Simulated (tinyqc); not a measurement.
Inside a calculation (part 2 of 2). Method: RHF in the sto-3g basis, for BeH2, spin multiplicity 1. Computed by tinyqc, a small Python program that keeps every step (integrals from PySCF). Command: `OMP_NUM_THREADS=1 python tinyqc.py 21676 21677 out.jsonl` (the two numbers bound the seeds that draw the settings). One thread of a shared host (Intel(R) Xeon(R) Processor @ 2.60GHz), about 0.06 s of CPU time with the checks.

Geometry (angstrom):

| atom | x | y | z |
|---|---|---|---|
| Be | 0.0000 | 0.0000 | 0.0000 |
| H | 0.0000 | 1.8580 | 0.0100 |
| H | 0.0000 | -1.8270 | 0.0090 |

## Convergence

Stop when the energy changes by less than 1e-10 hartree and every element of the error matrix X^T (F D S - S D F) X is below 3e-06.

Course of the cycle:

| iteration | E (hartree) | change | largest element of the error matrix |
|---|---|---|---|
| 1 | -15.333273 | - | 2.37e-01 |
| 2 | -15.414983 | -8.17e-02 | 2.77e-02 |
| 3 | -15.416979 | -2.00e-03 | 8.18e-03 |
| 4 | -15.417149 | -1.69e-04 | 2.30e-03 |
| 5 | -15.417166 | -1.77e-05 | 7.71e-04 |
| 6 | -15.417168 | -1.88e-06 | 2.50e-04 |
| 7 | -15.417168 | -1.99e-07 | 8.15e-05 |
| 8 | -15.417168 | -2.11e-08 | 2.66e-05 |
| 9 | -15.417168 | -2.24e-09 | 8.65e-06 |
| 10 | -15.417168 | -2.37e-10 | 2.82e-06 |
| 11 | -15.417168 | -2.52e-11 | 9.18e-07 |

PySCF RHF in the same basis = -15.417168 hartree

Converged in 11 iterations.

## Populations, bond orders and dipole

D after iteration 11:
```
          1Be 1s   1Be 2s  1Be 2px  1Be 2py  1Be 2pz    2H 1s    3H 1s
1Be 1s    2.0565  -0.2176   0.0000  -0.0002  -0.0005  -0.1724  -0.1723
1Be 2s   -0.2176   0.8711   0.0000   0.0028   0.0014   0.5223   0.5164
1Be 2px   0.0000   0.0000   0.0000   0.0000   0.0000   0.0000   0.0000
1Be 2py  -0.0002   0.0028   0.0000   0.4846   0.0001   0.4577  -0.4541
1Be 2pz  -0.0005   0.0014   0.0000   0.0001   0.0000   0.0009   0.0007
2H 1s    -0.1724   0.5223   0.0000   0.4577   0.0009   0.7433  -0.1185
3H 1s    -0.1723   0.5164   0.0000  -0.4541   0.0007  -0.1185   0.7357
```

overlap S:
```
         1Be 1s  1Be 2s  1Be 2px  1Be 2py  1Be 2pz   2H 1s    3H 1s
1Be 1s   1.0000  0.2595   0.0000   0.0000   0.0000  0.0222   0.0238
1Be 2s   0.2595  1.0000   0.0000   0.0000   0.0000  0.2734   0.2830
1Be 2px  0.0000  0.0000   1.0000   0.0000   0.0000  0.0000   0.0000
1Be 2py  0.0000  0.0000   0.0000   1.0000   0.0000  0.3572  -0.3675
1Be 2pz  0.0000  0.0000   0.0000   0.0000   1.0000  0.0019   0.0018
2H 1s    0.0222  0.2734   0.0000   0.3572   0.0019  1.0000   0.0039
3H 1s    0.0238  0.2830   0.0000  -0.3675   0.0018  0.0039   1.0000
```

Mulliken: Z minus the diagonal of D S on the atom; Loewdin: the same with S^(1/2) D S^(1/2); Mayer order: 2 sum_s sum (D(s) S)_ij (D(s) S)_ji over the two atoms.

Charges (e):

| atom | Mulliken | Loewdin |
|---|---|---|
| 1Be | 0.0894 | 0.0803 |
| 2H | -0.0453 | -0.0408 |
| 3H | -0.0441 | -0.0395 |

Mayer bond orders:

| pair | order |
|---|---|
| 2-1 | 0.9783 |
| 3-1 | 0.9784 |
| 3-2 | 0.0197 |

dipole moment about the origin, x y z (debye): 0.0000  -0.0148  -0.0228
